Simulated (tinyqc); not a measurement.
Resistance of a tapered via with liner, size effect and interface: one step of the calculation.

A round via whose diameter grows from db at the bottom as D(z) = db + 2 z/tan(ang). The fill, of diameter D - 2 tl, starts above the bottom liner (thickness fb tl) and has rho = rho0 (1 + ks lam/(D - 2 tl)); the sidewall liner conducts in parallel with it. The bottom liner and the interface are crossed over the full area pi db^2/4. Spreading in the lines above and below is left out.

Question. Total resistance. R_fill = sum of the slices; R_bottom = rl fb tl/(pi db^2/4); R_interface = ri/(pi db^2/4); ballistic (Sharvin) limit 1/(Sb pi (db - 2 tl)^2/4); ideal cylinder rho0 hv/(pi db^2/4).

Values chosen for this exercise; fill metal close to cobalt: diameter at the bottom db = 8.9 nm; height hv = 35 nm; bulk resistivity of the fill rho0 = 6.13 uohm cm; liner on the sidewall tl = 1 nm; liner at the bottom over that on the sidewall fb = 0.7; resistivity of the liner rl = 380 uohm cm; interface resistivity at the bottom ri = 1.4e-12 ohm cm^2; ballistic conductance per area, about 3/(4 rho0 lam) Sb = 1e15 S/m^2.

```
slice,slice resistance (ohm)
0,16.157912
1,14.540564
2,13.143505
3,11.929654
4,10.869252
5,9.9382209
6,9.1169311
7,8.3892648
```

Find: parts; R; shares; ballistic limit; ideal cylinder.

Answer.

parts (ohm): fill 94.09, bottom liner 42.76, interface 2.250
R = 139.1 ohm
shares (%): fill 67.64, bottom liner 30.74, interface 1.62
ballistic limit = 26.74 ohm
ideal cylinder = 34.49 ohm

The fill is the largest part, and R is 4.03 times the ideal cylinder. With 2000 slices R = 139.14 ohm.

Computed by the program tinyqc: `OMP_NUM_THREADS=1 python tinyqc.py 2750168 2750169 out.jsonl`, one thread of a shared Intel Xeon 2.30GHz, about 0.01 s for the whole run.
